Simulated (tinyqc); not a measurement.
BCS gap equation with a constant attraction inside the Debye window: one step, computed by the program tinyqc. Command: `OMP_NUM_THREADS=1 python tinyqc.py 3014540 3014541 out.jsonl bcs walk`. One thread of a shared host (Intel(R) Xeon(R) Processor @ 2.30GHz), about 0.01 s of CPU time with the checks.

Pairs attract with strength V for |xi| < k_B Theta; N(0) is the density of states for one spin. Energies are given as temperatures (E/k_B, in K) unless marked.

Problem. Lengths and fields. xi_0 = hbar v_F/(pi Delta_0); lambda_L = sqrt(m_0 eps_0 c^2/(n e^2)); N(0) = 3 n/(2 m_0 v_F^2) for one spin; condensation energy N(0) Delta_0^2/2 = B_c^2/(2 mu_0), mu_0 = 1/(eps_0 c^2); with scattering lambda = lambda_L sqrt(1 + xi_0/l) in the local limit (where xi_0 and l both exceed lambda, nonlocal response makes the true depth larger); Ginzburg-Landau kappa = 0.96 lambda_L/xi_0 + 0.72 lambda_L/l. Free-electron mass throughout; heavier carriers, as in niobium or vanadium, give a larger lambda_L and kappa and can make the metal type II.

Inputs (values chosen for the exercise, for a model metal):

| quantity | value | unit |
|---|---|---|
| Debye temperature Theta | 186 | K |
| Fermi velocity v_F | 510000 | m/s |
| electron density n | 14.5 | 1e28/m^3 |
| mean free path l | 190 | nm |

Solver: secant.

Delta_0 = 44.73955 K

Constants: hbar = 1.054571817e-34 J s; k_B = 1.380649e-23 J/K; m_0 = 9.1093837015e-31 kg; eps_0 = 8.8541878128e-12 F/m; c = 299792458 m/s; e = 1.602176634e-19 C.

Give: coherence length xi_0; London depth lambda_L; critical field B_c(0); depth with scattering; Ginzburg-Landau kappa.

Solution.

coherence length xi_0 = 27.72 nm

London depth lambda_L = 13.96 nm

critical field B_c(0) = 663.4 mT

depth with scattering = 14.94 nm

Ginzburg-Landau kappa = 0.5363

Kappa lies below 1/sqrt(2): type I, and the sample is clean, l well above xi_0.
